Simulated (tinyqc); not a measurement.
CMOS inverter, nodal equation and switching: energy per operation against supply voltage.

An n-channel pull-down (bn, VTn) and a p-channel pull-up (bp, VTp) share the input Vin and the output node Vout, which carries the load C. Transistor (EKV form, voltages against the body): I = 2 n b Vt^2 [F(vp - Vs) - F(vp - Vd)] from drain to source, F(v) = ln^2(1 + exp(v/(2 Vt))), vp = (Vg - VT + sg |Vd - Vs|)/n. n-channel bodies are at 0; for the p-channel device all voltages are counted down from Vdd. b in uA/V^2 gives I in uA. Static: In = Ip. Transient: C dVout/dt = Ip - In. No velocity saturation, no gate capacitance beyond C.

For a step input the delay to Vdd/2 is tHL = C times the integral of dV/(In - Ip) from Vdd/2 to Vdd at Vin = Vdd, and tLH likewise with Ip - In from 0 to Vdd/2 at Vin = 0. A chain of 20 such gates sets the cycle time tc = 20 (tHL + tLH)/2; per gate and cycle the switching energy is 0.1 C Vdd^2 and the leakage energy Vdd Ileak tc, Ileak the mean supply current at Vin = 0 and Vdd.

Parameters, values chosen for the exercise:
```
symbol,value,unit,meaning
T,325,K,temperature
n,1.44,,slope factor
sg,0.091,,drain-induced barrier lowering
VTn,0.44,V,n-channel threshold
VTp,0.31,V,p-channel threshold (magnitude)
bn,300,uA/V^2,gain factor of the pull-down transistor
bp,390,uA/V^2,gain factor of the pull-up transistor
C,2.6,fF,load capacitance
```

Constants: q = 1.602176634e-19 C, kB = 1.380649e-23 J/K, Vt = kB T/q. Results are converted to the units shown.

Energy per operation against supply voltage:
```
Vdd (V),tc (ns),switching (aJ),leakage (aJ),total (aJ)
0.2,1375,10.40,85.28,95.68
0.25,429.7,16.25,37.96,54.21
0.3,147.8,23.40,17.60,41.00
0.35,54.73,31.85,8.515,40.37
0.4,22.41,41.60,4.456,46.06
0.5,5.580,65.00,1.732,66.73
0.6,2.270,93.60,1.055,94.66
0.8,0.8399,166.4,0.8092,167.2
1,0.4838,260.0,0.9037,260.9
```

What does the comparison show, and why?

The total energy goes from 95.7 through a minimum of 40.4 (at Vdd = 0.35 V among the rows listed) to 261 aJ, while the cycle time falls from 1380 to 0.484 ns. Leakage makes up 89 % of the total in the first row and 0.35 % in the last. Below threshold the cycle lengthens exponentially and leakage flows for all of it, hence the minimum. Lower supplies are left out, since the output no longer swings to within 20 % of both rails. At Vdd = 1 V the overdrive passes 0.5 V, where velocity saturation, left out here, would lengthen the delays of short devices. For Vdd = 0.2 to 0.4 V the supply is below a threshold, where mismatch, left out here, dominates margins and delay.

Computed by the program tinyqc: `OMP_NUM_THREADS=1 python tinyqc.py 2340133 2340134 out.jsonl`, one thread of a shared Intel Xeon 2.30GHz, about 0.04 s for the whole run.
